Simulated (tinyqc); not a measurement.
# Worked calculation: reverse leakage of an n+-p junction: diffusion, generation, trap-assisted and band-to-band tunnelling

tinyqc, about 0.01 s, one thread, Intel Xeon 2.30GHz (shared host): `OMP_NUM_THREADS=1 python tinyqc.py 2290138 2290139 out.jsonl` Printed values are rounded; ~0 in a residual or rate marks an entry under 1e-11 of the largest of its column.

One-sided abrupt junction in the depletion approximation, x from the junction (0) to W on the p side, field F = F0 (1 - x/W). Flat quasi-Fermi levels, long p side. Traps generate through SRH with both lifetimes shortened by 1 + Gamma (Hurkx enhancement, form for moderate fields); band-to-band generation is local and needs a total bending above Eg.

Inputs (values chosen for the exercise); band and dielectric values close to those of silicon:
- T = 400 K (temperature)
- Eg = 1.13 eV (band gap)
- eps_r = 11.6 (relative permittivity)
- Nc = 4.3e19 cm^-3 (conduction-band density of states at T)
- Nv = 4.13e19 cm^-3 (valence-band density of states at T)
- Na = 1.6e18 cm^-3 (acceptor density of the lighter side)
- Nd = 5e19 cm^-3 (donor density of the heavier side)
- tau = 5e-9 s (SRH lifetime of both carriers at zero field)
- Et = 0 eV (trap level above the intrinsic level)
- mt = 0.26 m0 (tunnelling mass)
- Dn = 5.6 cm^2/s (electron diffusion coefficient on the lighter side)
- Ab = 2.5e14 cm^-0.5 V^-2.5 s^-1 (band-to-band prefactor)
- Bb = 1.84e7 V/cm (band-to-band field constant)
- VR = 0.4 V (reverse bias)

Constants: q = 1.602176634e-19 C, kB = 1.380649e-23 J/K, hbar = 1.054571817e-34 J s, m0 = 9.1093837015e-31 kg, Vt = kB T/q, eps0 = 8.8541878128e-14 F/cm where lengths are in cm. Results are converted to the units shown.

Range of the model: The n+ side is degenerate, so Vbi from Boltzmann statistics is only a guide.

## Field, scales and diffusion current

ni = sqrt(Nc Nv) exp(-Eg/(2 Vt)), Eg in volts; Vbi = Vt ln(Na Nd/ni^2); W = sqrt(2 eps0 eps_r (Vbi + VR)/(q Na)); F0 = 2 (Vbi + VR)/W; FG = sqrt(24 mt m0 (kB T)^3)/(q hbar); J_diff = q ni^2 sqrt(Dn/tau)(1 - exp(-VR/Vt))/Na.

ni = 3.20644e12 cm^-3
Vbi = 1.02314 V
W = 33.7697 nm
F0 = 842.852 kV/cm
FG = 579.115 kV/cm
J_diff = 3.44541e-8 A/cm^2

## Generation rates across the layer

u = (Vbi + VR)(1 - x/W)^2, p = Na exp(-u/Vt), n = Nd exp((u - Vbi - VR)/Vt); G0 = ni^2 (1 - exp(-VR/Vt))/(tau (n + p + 2 ni cosh(Et/Vt))); Gamma = 2 sqrt(3 pi)(F/FG) exp((F/FG)^2); trap-assisted part G0 Gamma; G_bb = Ab F^2.5 exp(-Bb/F) with F in V/cm, zero unless Vbi + VR > Eg, and counted as zero under 1 cm^-3 s^-1. 12 equal steps.

```
point   x (nm)  F (kV/cm)     Gamma  G0 (cm^-3 s^-1)  G0 Gamma (cm^-3 s^-1)  G_bb (cm^-3 s^-1)
0       0.0000    842.852   74.3165       4.11245e13             3.05623e15         5.38752e19
1       2.8141    772.614   48.5694       3.00615e16             1.46007e18         5.95682e18
2       5.6283    702.377   32.4200       1.19262e19             3.86648e20         4.33760e17
3       8.4424    632.139   22.0636       2.88476e20             6.36482e21         1.81440e16
4      11.2566    561.901   15.2728       3.19513e20             4.87987e21         3.55382e14
5      14.0707    491.664   10.7177       2.67752e20             2.86968e21         2.36640e12
6      16.8849    421.426   7.58761       3.48131e19             2.64148e20          3.14691e9
7      19.6990    351.188   5.37837       1.65840e18             8.91950e18                 ~0
8      22.5132    280.951   3.76917       1.26210e17             4.75707e17                  0
9      25.3273    210.713   2.55028       1.69670e16             4.32705e16                  0
10     28.1414    140.475   1.57963       4.04598e15             6.39114e15                  0
11     30.9556     70.238  0.755716       1.71186e15             1.29368e15                  0
12     33.7697      0.000         0       1.28514e15                      0                  0
```

## Current components

Each current is q times the trapezoid sum of its rate; J adds J_diff; J_bb under 1e-8 of the sum is given as 0.

J_SRH = 4.16753e-5 A/cm^2
J_TAT = 6.66217e-4 A/cm^2
J_bb = 1.50352e-6 A/cm^2
J = 7.09430e-4 A/cm^2

A fine grid gives J = 7.010e-4 A/cm^2; the coarse sum is 1.2 % above it. On the fine grid the largest part is trap-assisted tunnelling (94.0 %). The simple estimate q ni W/(2 tau cosh(Et/Vt)) is 4.22 times the fine-grid J_SRH of 4.112e-5 A/cm^2, since near both edges n or p is large enough to quench generation.
